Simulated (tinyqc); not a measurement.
# Changing the exponent n of the profile

Model: thermal and gravitational stress in a wafer during furnace and rapid thermal processing, and the onset of slip. Computed by tinyqc, a small Python program. Command: `OMP_NUM_THREADS=1 python tinyqc.py 3029591 3029592 out.jsonl slip sweep`. One thread of a shared host (Intel(R) Xeon(R) Processor @ 2.30GHz), about 0.01 s of CPU time with the checks.

A thin free disc in plane stress, isotropic; T(r) = T_centre + dT (r/R)^n. Stress is positive in tension; sigma_SB = 5.670374419e-8 W/(m^2 K^4), g = 9.80665 m/s^2.

Inputs (values chosen for the exercise, for a model wafer): Young's modulus E = 150 GPa; expansion alpha = 4.45 1e-6/K; edge less centre temperature dT = -2.1 K; temperature T = 1000 K; prefactor A of the critical stress = 0.00052 MPa; energy U of the critical stress = 1.08 eV.

Temperature profile: edge zone, power law.

Constants: k_B = 8.617333262e-05 eV/K.

Method. With x = r/R: s_rr = alpha E dT (1 - x^n)/(n + 2), s_tt = alpha E dT [1 - (n + 1) x^n]/(n + 2). Critical resolved stress tau_c = A exp(U/(k_B T)), a form chosen for the exercise; slip when 0.492799 |s_tt(R)| > tau_c; allowed |dT| = tau_c (n + 2)/(0.492799 n alpha E).

One run for each value:
```
exponent n of the profile  hoop stress at the edge (MPa)  allowed |dT| (K)  r/R where s_tt = 0
2                                                 0.7009            876.74             0.57735
3                                                 0.8410            730.62             0.62996
4                                                 0.9345            657.56             0.66874
6                                                 1.0513            584.50             0.72302
10                                                1.1681            526.05             0.78679
16                                                1.2460            493.17             0.83772
30                                                1.3141            467.60             0.89184
```

Over the rows, hoop stress at the edge (MPa) rises from 0.701 to 1.31 (exponent d ln y / d ln x 0.45 between the first rows and 0.085 between the last); allowed |dT| (K) falls from 877 to 468 (exponent d ln y / d ln x -0.45 between the first rows and -0.085 between the last); r/R where s_tt = 0 rises from 0.577 to 0.892 (exponent d ln y / d ln x 0.22 between the first rows and 0.100 between the last). The edge stress is alpha E dT n/(n + 2): half of alpha E dT for a parabola, all of it for a narrow rim, which the rest of the wafer holds fully.

Caution (all rows): at lower temperature the exponential form overstates the strength: fracture from edge flaws comes first.
